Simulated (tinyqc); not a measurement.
What each parameter does: heterojunction of two tight-binding chains.

Left chain: hopping -t1, sites at 2 t1 (band bottom 0). Right chain: hopping -t2, sites at dE + 2 t2 (bottom dE). t = c/(m a^2), c = hbar^2/2m0. The bond across the interface is -tc with tc = f sqrt(t1 t2), and the last left site has the extra energy U. In a chain E = bottom + 2t (1 - cos(ka)); the surface Green function of a half chain is g = -exp(ika)/t, with Im k > 0 where cos(ka) > 1.

Constants: hbar^2/2m0 = 3.80998211 eV angstrom^2.

Inputs chosen for the exercise (masses and offset of the size met at InGaAs / InAlAs; shifted at random, so the results belong to these values and not to a real crystal):
- a = 4 angstrom (site spacing)
- m1 = 0.04 m0 (mass on the left)
- m2 = 0.079 m0 (mass on the right)
- dE = 0.48 eV (band offset)
- f = 1 (factor on the interface hopping)
- U = 0.52 eV (extra energy on the last left site)
- E = 0.63 eV (electron energy)

T = 4 Im(S1) Im(S2) |G|^2 with G = 1/(E - 2 t1 - U - S1 - S2), S1 = -t1 exp(i k1 a), S2 = -(tc^2/t2) exp(i k2 a).

Results for these values:

| case | T | k1 a | k2 a |
|---|---|---|---|
| base | 0.9551 | 0.3268 | 0.2235 |

What happens to each result for m2 = 0.0948 m0, all else kept?

Answer: T rises from 0.9551 to 0.9680; k1 a does not change at the printed digits; k2 a rises from 0.2235 to 0.2450.

The same for each parameter in turn:

| case | T | k1 a | k2 a |
|---|---|---|---|
| base | 0.9551 | 0.3268 | 0.2235 |
| m1 = 0.048 m0 | 0.9367 | 0.3583 | 0.2235 |
| m2 = 0.0948 m0 | 0.9680 | 0.3268 | 0.2450 |
| dE = 0.43 eV | 0.9737 | 0.3268 | 0.2583 |
| f = 0.9 | 0.7428 | 0.3268 | 0.2235 |
| U = 0.72 eV | 0.9390 | 0.3268 | 0.2235 |
| a = 3.2 angstrom | 0.9588 | 0.2610 | 0.1787 |

tinyqc: `OMP_NUM_THREADS=1 python tinyqc.py 1481757 1481758 out.jsonl`; about 0.01 s, one thread, shared Intel(R) Xeon(R) Processor @ 2.30GHz.
